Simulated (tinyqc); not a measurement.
Thermal resistances of a two-die stack.

Inverse problem. Heat leaves through the lower die only, and the system is linear. Find the resistance R1 from the lower die to the coolant, R2 between the dies, and the rise of the upper die when both are powered.

Parameters, values chosen for the exercise: power of the lower die P1 = 10 W; power of the upper die P2 = 12 W.

rises of the lower and upper die with only the lower one powered (K): [5.5, 5.5]
rises of the lower and upper die with only the upper one powered (K): [6.6, 11.52]

Solution. With only the lower die powered no heat crosses R2, so both dies rise by P1 R1; the difference in the second test is P2 R2; rises add.

R1 = 0.550 K/W
R2 = 0.410 K/W
rise of the upper die = 17.0 K

Numbers from tinyqc (`OMP_NUM_THREADS=1 python tinyqc.py 2162104 2162105 out.jsonl`; about 0.04 s on one thread of a shared Intel Xeon 2.30GHz).
